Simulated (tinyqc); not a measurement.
Raman shift of the zone-centre optical phonon of a diamond-structure crystal under stress: one step, computed by the program tinyqc. Command: `OMP_NUM_THREADS=1 python tinyqc.py 3010588 3010589 out.jsonl ramanstress walk`. One thread of a shared host (Intel(R) Xeon(R) Processor @ 2.30GHz), about 0.01 s of CPU time with the checks.

Axes x, y, z are the cube axes. Strain shifts the threefold optical mode and can split it; p, q and r are the phonon deformation potentials.

Task: Secular matrix and shifts. Secular matrix: M_xx = p eps_xx + q (eps_yy + eps_zz), M_xy = 2 r eps_xy; its eigenvalues are omega^2 - omega_0^2, and the shifts are these over 2 omega_0.

Inputs (values chosen for the exercise, modelled on silicon): unstrained frequency omega_0 = 521.3 1/cm; p/omega_0^2 = -1.81; q/omega_0^2 = -2.37; r/omega_0^2 = -0.693.

Stress state: biaxial. Axis: [110].

strain (per mille), rows x, y, z:
$$\begin{pmatrix}
-1.141820 & 5.666079 & 0.000000 \\
5.666079 & -1.141820 & 0.000000 \\
0.000000 & 0.000000 & -9.868669
\end{pmatrix}$$

Give: M/(2 omega_0); shifts, in rising order.

Result:

M/(2 omega_0) (1/cm), rows x, y, z:
$$\begin{pmatrix}
7.3403 & -2.0469 & 0.0000 \\
-2.0469 & 7.3403 & 0.0000 \\
0.0000 & 0.0000 & 6.0665
\end{pmatrix}$$

shifts, in rising order (1/cm): [5.2934, 6.0665, 9.3872]
